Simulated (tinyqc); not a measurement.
G0W0 on RHF in the 6-311g basis, for He, spin multiplicity 1, step by step. One step of it, computed by the program tinyqc.

Question. G0W0 on Hartree-Fock: LUMO. W(p,q,m) = sqrt2 sum_ia (pq|ia) (X+Y)_ia,m; Sigma_c(x) = sum_(i,m) W^2/(x - e_i + w_m) + sum_(a,m) W^2/(x - e_a - w_m); solve x = e_p + Sigma_c(x) by Newton steps; Z = 1/(1 - dSigma/dx); 1 hartree = 27.211386 eV.

orbital energies (hartree): MO1 -0.916871, MO2 0.829434, MO3 6.313546

Two-electron integrals over orbitals (pq|rs), unique and non-zero (hartree):
```
(11|11) 1.026153    (21|11) -0.277318   (21|21) 0.146549    (22|11) 0.659589
(22|21) -0.113630   (22|22) 0.506646    (31|11) -0.173910   (31|21) 0.125599
(31|22) -0.078781   (31|31) 0.216548    (32|11) 0.229495    (32|21) -0.120916
(32|22) 0.102674    (32|31) -0.148688   (32|32) 0.127591    (33|11) 1.176980
(33|21) -0.380997   (33|22) 0.727303    (33|31) -0.386668   (33|32) 0.380658
(33|33) 1.599956
```

excitation energies w (hartree): 2.003699  7.655084

X + Y:
```
             1         2
1>2   0.933063  0.015629
1>3  -0.062160  0.971346
```

Give: The 12 largest terms at x = e_p; Newton steps; quasiparticle energy of the LUMO; Hartree-Fock value.

Answer.

The 12 largest terms at x = e_p (hartree; W for the signs of X + Y given):
```
q  m        W     term
2  1  -0.1430  -0.0102
1  1   0.1823   0.0089
1  2   0.1758   0.0033
3  2  -0.2069  -0.0033
3  1  -0.1465  -0.0029
2  2  -0.1107  -0.0016
```

Newton steps (hartree):
```
step       x  Sigma_c(x)       Z
0     0.8294     -0.0058  0.9914
1     0.8237     -0.0057  0.9914
2     0.8237     -0.0057  0.9914
```

quasiparticle energy of the LUMO = 22.4141 eV

Hartree-Fock value = 22.5700 eV
